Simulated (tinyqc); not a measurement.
Schottky barrier on an n-type semiconductor, non-linear Poisson equation by Newton steps: course of the Newton iteration.

One dimension, metal at x = 0, donor density C(x) = Nd, uniform. Energies are counted from the electron Fermi level of the semiconductor and the conduction-band edge is Ec = -psi, so n = Nc exp(psi/Vt); holes follow the Fermi level of the metal, at -V, so p = Nv exp((V - psi - Eg)/Vt). Ends: psi(0) = V - phiB and psi = Vt ln(Nd/Nc) deep inside. Boltzmann statistics, full ionisation, no current, no image force in the Poisson equation.

a_i = eps0 eps_r/h_i for the interval from node i to i + 1, with h_i = x_(i+1) - x_i in cm.

Start: A straight line in x from psi_0 = V - phiB to psi_b = Vt ln(Nd/Nc).

n_i = Nc exp(psi_i/Vt), p_i = Nv exp((V - psi_i - Eg)/Vt), rho_i = p_i - n_i + C_i, g_i = (n_i + p_i)/Vt. Box widths w_i = (h_(i-1) + h_i)/2 in cm. Residual F_i = a_i (psi_(i+1) - psi_i) - a_(i-1) (psi_i - psi_(i-1)) + q rho_i w_i; Jacobian: a_(i-1) and a_i beside the diagonal, b_i = -a_(i-1) - a_i - q g_i w_i on it. The two end nodes are fixed.

Solve the tridiagonal system a_(i-1) d_(i-1) + b_i d_i + a_i d_(i+1) = -F_i for nodes 1 to 13, with d = 0 on fixed nodes. Each component d is damped to sign(d) Vt ln(1 + |d|/Vt) before it is added.

Stop when the largest undamped |d| is below 1e-9 V, or after 80 iterations.

Inputs (values chosen for the exercise); band and dielectric values close to those of In0.53Ga0.47As:
```
symbol    value   unit                                      meaning
T           300      K                                  temperature
Eg        0.731     eV                                     band gap
eps_r      14.1                               relative permittivity
Nc      2.07e17  cm^-3       conduction-band density of states at T
Nv      7.72e18  cm^-3          valence-band density of states at T
Nd         2e16  cm^-3      donor density deep in the semiconductor
phiB       0.37     eV                               barrier height
V          0.15      V  bias of the metal against the semiconductor
```

Constants: q = 1.602176634e-19 C, kB = 1.380649e-23 J/K, Vt = kB T/q, eps0 = 8.8541878128e-14 F/cm where lengths are in cm. Results are converted to the units shown.

| node | x (nm) | donor density C (cm^-3) |
|---|---|---|
| 0 | 0 | 2e16 |
| 1 | 14 | 2e16 |
| 2 | 29.4 | 2e16 |
| 3 | 46.5 | 2e16 |
| 4 | 65.3 | 2e16 |
| 5 | 86 | 2e16 |
| 6 | 109 | 2e16 |
| 7 | 134 | 2e16 |
| 8 | 162 | 2e16 |
| 9 | 193 | 2e16 |
| 10 | 226 | 2e16 |
| 11 | 264 | 2e16 |
| 12 | 305 | 2e16 |
| 13 | 350 | 2e16 |
| 14 | 401 | 2e16 |

Course of the iteration:

| iteration | largest \|F\| (C/cm^2) | largest \|d\| (V) | at node |
|---|---|---|---|
| 1 | 1.11e-8 | 0.258 | 8 |
| 2 | 9.10e-9 | 0.0660 | 6 |
| 3 | 4.14e-9 | 0.0127 | 5 |
| 4 | 6.45e-10 | 1.25e-3 | 5 |
| 5 | 1.96e-11 | 1.96e-5 | 5 |
| 6 | 8.03e-15 | 5.70e-9 | 5 |
| 7 | < 1e-20 | < 1e-13 | 5 |

Did this iteration meet its convergence test, and what does its course show?

Yes. Converged in 7 iterations. Once the step is below 0.1 Vt, 3 more iteration(s) reach the threshold: near the solution the error is roughly squared each time.

Program tinyqc, `OMP_NUM_THREADS=1 python tinyqc.py 2020069 2020070 out.jsonl`; Intel Xeon 2.30GHz, shared host, one thread, about 0.04 s.
